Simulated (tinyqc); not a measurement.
Ballistic transport through the one-dimensional subbands of a rectangular nanowire or nanosheet channel: one step, computed by the program tinyqc.

Hard walls, parabolic subbands, transport along x. Energies are counted from the bulk conduction band edge at the top of the barrier, which the gate pulls down by U; the source Fermi level lies at the bulk edge when U = 0.

Question. Subbands. E_pq = (hbar^2 pi^2/2)(p^2/(m_y b^2) + q^2/(m_z a^2)); valley pairs: (m_x, m_y, m_z) = (m_t, m_t, m_l), (m_t, m_l, m_t), (m_l, m_t, m_t), each with degeneracy g = 2; the 10 lowest subbands are kept.

Inputs (values chosen for the exercise, modelled on silicon):
```
quantity,value,unit
light mass m_t,0.19,m_0
heavy mass m_l,0.933,m_0
height a,3.7,nm
width b,4.3,nm
```

Valleys: silicon [100] wire.

Constants: hbar^2/(2 m_0) = 3.80998212 eV angstrom^2; k_B = 8.617333262e-05 eV/K.

Give: Subbands.

Answer.

Subbands:
```
valley axis,p,q,E (meV),m_x (m_0)
z,1,1,136.48,0.190
y,1,1,166.36,0.190
z,1,2,224.80,0.190
y,2,1,231.76,0.190
x,1,1,251.60,0.933
y,3,1,340.74,0.190
z,1,3,372.00,0.190
z,2,1,457.59,0.190
y,4,1,493.32,0.190
z,2,2,545.91,0.190
```
